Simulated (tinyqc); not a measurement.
Input admittance of a MOSFET at zero drain bias: distributed channel and distributed gate: one step of the calculation.

Source and drain grounded, strong inversion, w = 2 pi f, Cox = eps0 eox/tox. The channel is an RC line of resistance 1/(mu Cox Vo) per square fed from both ends, so one finger has the intrinsic admittance y = i w Cox L tanh(g)/g per width, g = (1/2) sqrt(i w tau), tau = L^2/(mu Vo). The vertical resistance rv/L is in series with y, the overlaps 2 i w Cov in parallel: y_t = 1/(1/y + rv/L) + 2 i w Cov. The gate strip is a line of Rsh/L per length loaded by y_t, so a finger has Y = y_t Wf tanh(k)/k, k = (Wf/sd) sqrt(y_t Rsh/L); the device has Nf Y.

Question. Admittance of the channel and stack per width. tau, g, c = Cox L, y and y_t as defined.

Values chosen for this exercise; values of the order met in silicon radio-frequency transistors:

| symbol | value | unit | meaning |
|---|---|---|---|
| eox | 3.9 |  | relative permittivity of the gate insulator (close to silicon dioxide) |
| tox | 4.9 | nm | insulator thickness |
| L | 0.25 | um | channel length |
| mu | 390 | cm^2/(V s) | channel mobility |
| Vo | 0.33 | V | gate overdrive |
| rv | 1.4 | ohm um^2 | vertical resistivity of the gate stack |
| Cov | 0.16 | fF/um | overlap and fringe capacitance on each side |
| f | 69 | GHz | frequency |

Constants: eps0 = 8.8541878128e-14 F/cm where lengths are in cm. Results are converted to the units shown.

Wanted: tau; g; c; y; y_t.

Answer.

tau = 4.856 ps
g = 0.5130+0.5130i
c = 1.762 fF/um
y = 128.3+736.8i uS/um
y_t = 131.2+874.5i uS/um

w tau = 2.11, and Im y is 0.965 of w c.

Computed by the program tinyqc: `OMP_NUM_THREADS=1 python tinyqc.py 2262102 2262103 out.jsonl`, one thread of a shared Intel Xeon 2.30GHz, about 0.01 s for the whole run.
